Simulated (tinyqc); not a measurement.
Conductance of a narrow metal strip with scatterers (square lattice, Green functions): sweeps and comparisons. A value that a table varies takes the place of the one given here.

A strip of W sites across with hard walls, site energy 0 and hopping -t. Mode n = 1 to W has profile chi_n(j) = sqrt(2/(W + 1)) sin(n j pi/(W + 1)) and energy en = -2t cos(n pi/(W + 1)); E = en - 2t cos(kn a). With z_n = exp(i kn a) (Im k > 0 for closed modes, |z| < 1) each lead gives the self-energy -t z_n in mode n. One column carries the site energies v, here one foreign atom. In the mode basis V_nm = sum_j chi_n(j) v_j chi_m(j), G = (E - en + 2 t z_n - V)^-1, and t_nm = 2t sqrt(sin(kn a) sin(km a)) G_nm in size for open modes. T = sum |t_nm|^2, conductance (2e^2/h) T.

Constants: e^2/h = 3.874045865e-05 S.

Parameters, chosen for this exercise (hopping and spacing of the size met in Cu or Al; the lattice is a model; the results hold for these values, not for the real material): t = 1.66 eV (hopping); W = 4 (sites across); v = (6.1, 0, 0, 0) eV (site energies in the scattering column); a = 2.63 angstrom (spacing); E = 0.12 eV (Fermi energy).

## Conductance steps with and without the scatterer

E is varied across the lower half of the band.

Against energy:
```
E/t    E (eV)  open modes       T  reflected
-3.30  -5.478           1  0.9584     0.0416
-2.95  -4.897           1  0.9842     0.0158
-2.65  -4.399           1  0.9969     0.0031
-2.30  -3.818           2  1.5842     0.4158
-1.95  -3.237           2  1.7515     0.2485
-1.65  -2.739           2  1.8487     0.1513
-1.30  -2.158           3  2.1229     0.8771
-0.95  -1.577           3  2.2989     0.7011
-0.65  -1.079           3  2.3978     0.6022
-0.30  -0.498           4  3.1242     0.8758
0.05    0.083           4  3.1628     0.8372
```

What does this show, and why?

The clean strip goes from 1 to 4 open modes. The reflected flux ranges from 0.003 (E/t = -2.65) to 0.877 (E/t = -1.3). A scatterer on one site acts on one combination of modes only, so it can reflect at most one unit.

## The same scatterer in wider strips

Width (W + 1) a; the strength is the entry of v largest in size. The foreign atom sits at site W/2 + 1, rounded down. Added resistance (1/T - 1/M)/(2 e^2/h), M the number of open modes.

Against width:
```
W   width (angstrom)   M        T     T/M  added resistance (ohm)
3               10.5   3   2.1278  0.7093                  1763.4
4               13.2   4   3.1113  0.7778                   921.6
5               15.8   5   4.0926  0.8185                   572.3
6               18.4   6   5.0825  0.8471                   388.3
8               23.7   8   7.0606  0.8826                   214.6
10              28.9  10   9.0289  0.9029                   138.8
14              39.5  13  12.0279  0.9252                    80.2
20              55.2  19  18.0064  0.9477                    37.5
```

What can be read from the table?

The added resistance is 1763 ohm at W = 3 and 37.5 at W = 20; from W = 10 to 20 it changes by a factor 0.27, where 1/M gives 0.53 and 1/M^2 gives 0.28. A point scatterer removes at most one unit of M (here 0.87 to 0.99), so its resistance is at most 1/(M (M - 1)) in units of h/2e^2, without bound for M = 1, with jumps where modes open or where the site sits near a node of the open modes; the largest value is at W = 3 (1763 ohm).

## What each change does

Open modes M, T and the added resistance (1/T - 1/M)/(2 e^2/h). Each row changes one parameter from the base and keeps the others.

Results:
```
case                    M       T  added resistance (ohm)
base                    4  3.1620                     855
t = 1.726 eV            4  3.1730                     841
E = 0.25 eV             4  3.1565                     862
v = (7.93, 0, 0, 0) eV  4  3.1026                     933
```

What can be read from the table?

The largest shifts from the base row, up to three for each result and ties (the steps differ in size, so this ranks the rows, not the parameters). M: unchanged at the printed digits by t, E and v. T: v -0.0594, t +0.0110, E -0.0055. added resistance (ohm): v +78, t -14, E +7.

(tinyqc, `OMP_NUM_THREADS=1 python tinyqc.py 1481517 1481518 out.jsonl`, Intel(R) Xeon(R) Processor @ 2.30GHz, 1 thread, shared host, about 0.01 s.)
